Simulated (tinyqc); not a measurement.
Microkinetic model of a Langmuir-Hinshelwood surface reaction A + (1/2) B2 = AB with Bronsted-Evans-Polanyi barriers. From one set of inputs to another, one input at a time. Computed by tinyqc, a small Python program. Command: `OMP_NUM_THREADS=1 python tinyqc.py 3012873 3012874 out.jsonl microkin ladder`. One thread of a shared host (Intel(R) Xeon(R) Processor @ 2.30GHz), about 0.01 s of CPU time with the checks.

A adsorbs in equilibrium; B2 dissociates irreversibly on two free sites; adsorbed A and B react irreversibly and AB leaves at once. theta_A + theta_B + theta_* = 1.

The inputs printed are set A. Inputs not listed in the table keep their values of set A, so the rows need not describe a real material.

Inputs (values chosen for the exercise, for a model catalyst):
```
quantity,value,unit
"adsorption energy of A, E_A",-1.1,eV
"adsorption energy per B atom, E_B",-0.984,eV
"entropy loss of A, S_A",1.7,meV/K
"entropy loss of B2, S_B",1.6,meV/K
slope a1 of the dissociation barrier,0.66,-
intercept b1,1.3,eV
slope a2 of the reaction barrier,0.5,-
intercept b2,0.36,eV
pressure p_A,0.44,bar
pressure p_B,0.084,bar
temperature T,850,K
```

Constants: k_B = 8.617333262e-05 eV/K; hbar = 6.582119569e-16 eV s.

Method. K_A = exp(-(E_A + T S_A)/(k_B T)) per bar; barriers E1 = max(b1 + a1 2 E_B, 0), E2 = b2 - a2 (E_A + E_B); k1 = (k_B T/h) exp(-S_B/k_B) exp(-E1/(k_B T)) per bar, k2 = (k_B T/h) exp(-E2/(k_B T)), h = 2 pi hbar. theta_A = K_A p_A theta_*; 2 k1 p_B theta_*^2 = k2 theta_A theta_B, so theta_B = w theta_* with w = 2 k1 p_B/(k2 K_A p_A); theta_* = 1/(1 + K_A p_A + w); rate r = k2 theta_A theta_B.

Each row keeps all changes above it:
```
input moved,from,to,rate r (1/s per site),theta_A,theta_B
set A,-,-,4.4873e+00,5.2754e-05,9.8663e-01
"adsorption energy of A, E_A (eV)",-1.1,-0.997,1.1148e+00,6.4439e-06,9.9336e-01
pressure p_A (bar),0.44,0.28,4.5362e-01,2.6158e-06,9.9576e-01
intercept b2 (eV),0.36,0.4,1.5273e-01,1.5178e-06,9.9754e-01
"adsorption energy per B atom, E_B (eV)",-0.984,-0.761,6.7634e+01,2.3823e-04,6.1419e-01
temperature T (K),850,500,1.3401e-01,7.7956e-01,1.2860e-01
pressure p_B (bar),0.084,0.09,1.4098e-01,7.7247e-01,1.3654e-01
"entropy loss of A, S_A (meV/K)",1.7,1.2,2.1544e-06,9.9964e-01,1.6123e-06
```

Rate r goes from 4.49 to 2.15e-6, a factor 4.80e-7 in all. The largest single move comes from entropy loss of A, S_A (a factor 1.53e-5), and adsorption energy per B atom, E_B works against it (a factor 443). theta_A goes from 5.28e-5 to 1.000, a factor 18900 in all. The largest single move comes from temperature T (a factor 3270), and adsorption energy of A, E_A works against it (a factor 0.122). theta_B goes from 0.987 to 1.61e-6, a factor 1.63e-6 in all. The largest single move comes from entropy loss of A, S_A (a factor 1.18e-5). The single moves hold for this order of the switches; the total does not depend on the order.

Caution (rows set A, adsorption energy of A, E_A, pressure p_A, intercept b2, adsorption energy per B atom, E_B): B is close to or above its equilibrium coverage with B2 gas, so leaving out the desorption of B2 is not justified.

Extremes, crossings and ranges named in words are read from the listed rows.
